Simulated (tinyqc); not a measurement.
# Pull-up strength from the switching point

Inverse problem. Transistor (EKV form, voltages against the body): I = 2 n b Vt^2 [F(vp - Vs) - F(vp - Vd)] from drain to source, F(v) = ln^2(1 + exp(v/(2 Vt))), vp = (Vg - VT + sg |Vd - Vs|)/n. n-channel bodies are at 0; for the p-channel device all voltages are counted down from Vdd. b in uA/V^2 gives I in uA. In an inverter In(Vg = Vd = VM) equals Ip at the switching point VM. Find bp and the current there.

Values chosen for this exercise: temperature T = 300 K; supply voltage Vdd = 0.5 V; slope factor n = 1.19; drain-induced barrier lowering sg = 0.098; n-channel threshold VTn = 0.3 V; p-channel threshold (magnitude) VTp = 0.35 V; gain factor of the pull-down transistor bn = 180 uA/V^2.

Constants: q = 1.602176634e-19 C, kB = 1.380649e-23 J/K, Vt = kB T/q. Results are converted to the units shown.

VM = 0.227234382 V

Answer. Ip is proportional to bp, so bp is In(VM) over the p-channel current for unit b.

bp = 180.0 uA/V^2
current at VM = 0.03808 uA

Computed by the program tinyqc: `OMP_NUM_THREADS=1 python tinyqc.py 2340093 2340094 out.jsonl`, one thread of a shared Intel Xeon 2.30GHz, about 0.04 s for the whole run.
